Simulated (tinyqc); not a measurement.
# Changing the spin speed f

Model: spin coating of a resist or spin-on film: centrifugal thinning, evaporation and the final thickness (Emslie and Meyerhofer models). Computed by tinyqc, a small Python program. Command: `OMP_NUM_THREADS=1 python tinyqc.py 3110059 3110060 out.jsonl spincoat sweep`. One thread of a shared host (Intel(R) Xeon(R) Processor @ 2.30GHz), about 0.2 s of CPU time with the checks.

A Newtonian film stays uniform over the wafer; solvent and solids have the same density and the concentration is uniform through the thickness.

Inputs (values chosen for the exercise, of the order of those of a polymer resist in an ester solvent): solids volume fraction c0 = 0.33; kinematic viscosity of the solvent nu_s = 0.88 mm^2/s; viscosity constant k = 2900 mm^2/s; viscosity exponent gamma = 3.5; evaporation rate at 1000 rpm e0 = 0.091 micrometre/s; starting thickness h0 = 300 micrometre; wafer radius R = 100 mm; shrinkage in the bake = 12 %.

Method:
- omega = 2 pi f/60; nu(c) = nu_s + k c^gamma; evaporation rate e = e0 sqrt(f/1000 rpm).
- Flow constant K = 2 omega^2/(3 nu(c0)); Reynolds number of the air omega R^2/nu_air with nu_air = 15 mm^2/s.
- Full model for solids s and liquid l per area, h = s + l, c = s/h: ds/dt = -c Q, dl/dt = -(1 - c) Q - e, Q = 2 omega^2 h^3/(3 nu(c)); integrated adaptively (relative tolerance 1e-9) until l = 0.
- Dry film = s at l = 0, before the bake; film after the bake = s x (1 - shrinkage).

One run for each value:
```
spin speed f (rpm)  dry film (nm)  time to dry (s)  Reynolds number of the air
400                          6142            250.4                   2.793e+04
610                          4974            164.2                   4.259e+04
940                          4007            106.6                   6.562e+04
1400                         3283             71.6                   9.774e+04
2200                         2619             45.6                   1.536e+05
3400                         2107             29.5                   2.374e+05
5200                         1704             19.3                   3.630e+05
8000                         1373             12.5                   5.585e+05
```

What does the table show, and why?

Over the rows, dry film (nm) falls from 6140 to 1370 (exponent d ln y / d ln x about -0.50 throughout); time to dry (s) falls from 250 to 12.5 (exponent d ln y / d ln x about -1.00 throughout); Reynolds number of the air rises from 27900 to 559000 (exponent d ln y / d ln x about 1.0 throughout). The exponent of dry film stays at -0.50: (e/omega^2)^(1/3) with e as sqrt(f).

Caution (rows 5200, 8000): above a Reynolds number of about 3e5 the air flow near the rim turns turbulent, and evaporation is no longer uniform.
